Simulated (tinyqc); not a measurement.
What the excited states change: donors with valley-orbit split 1s states.

Each donor binds at most one electron, in any of its states. For a site s, W_s = sum over its states of g exp(E/kT), and the ionised share is 1/(1 + W_s exp(eta)), eta = (EF - Ec)/kT; n = Nc F_1/2(eta); neutrality n + NA = ND x (mean ionised share); holes are neglected. Nc from N = 2 (m kB T/(4 pi c))^(3/2) with c = hbar^2/2m0, in 1/angstrom^3; times 1e24 for 1/cm^3, m = md. F_j(eta) = (1/Gamma(j + 1)) integral_0^infinity x^j dx/(1 + exp(x - eta)), which tends to exp(eta) for eta << 0.

Constants: hbar^2/2m0 = 3.80998211 eV angstrom^2; kB = 8.617333262e-05 eV/K.

Parameters, chosen for this exercise (near those of P in Si; the results hold for these values, not for the real material):

| symbol | value | unit | meaning |
|---|---|---|---|
| md | 1.034 | m0 | density-of-states mass of the conduction band |
| E | (46.5, 34.4, 33.2) | meV | binding energies of 1s(A1), 1s(T2), 1s(E) |
| g | (2, 6, 4) |  | their degeneracies with spin |
| ND | 2.7e+15 | 1/cm^3 | donors |
| NA | 0 | 1/cm^3 | compensating acceptors, all ionised |

The last columns keep only the ground state of each site (g = 2).

Results:

| T (K) | effective degeneracy | eta | n (1/cm^3) | n, ground states only | ratio |
|---|---|---|---|---|---|
| 40 | 2.26 | -10.24 | 4.57e+13 | 4.86e+13 | 0.940 |
| 60 | 2.88 | -8.51 | 4.76e+14 | 5.60e+14 | 0.849 |
| 80 | 3.62 | -7.94 | 1.29e+15 | 1.56e+15 | 0.827 |
| 110 | 4.66 | -7.89 | 2.19e+15 | 2.43e+15 | 0.901 |
| 150 | 5.78 | -8.20 | 2.55e+15 | 2.65e+15 | 0.965 |
| 200 | 6.82 | -8.60 | 2.65e+15 | 2.69e+15 | 0.987 |
| 250 | 7.58 | -8.92 | 2.68e+15 | 2.69e+15 | 0.994 |
| 300 | 8.15 | -9.19 | 2.69e+15 | 2.70e+15 | 0.996 |
| 400 | 8.94 | -9.62 | 2.69e+15 | 2.70e+15 | 0.998 |
| 500 | 9.47 | -9.95 | 2.70e+15 | 2.70e+15 | 0.999 |

The effective degeneracy grows from 2.26 to 9.47. Excited states hold electrons back, so the ratio is never above 1; it is lowest, 0.827, at 80 K of those listed, and 0.996 at 300 K. At low T the excited states empty out, and at high T more donors are ionised (n is 100 % of ND - NA in the last row), so the effect is largest in between.

(tinyqc, `OMP_NUM_THREADS=1 python tinyqc.py 1680244 1680245 out.jsonl`, Intel(R) Xeon(R) Processor @ 2.30GHz, 1 thread, shared host, about 0.01 s.)
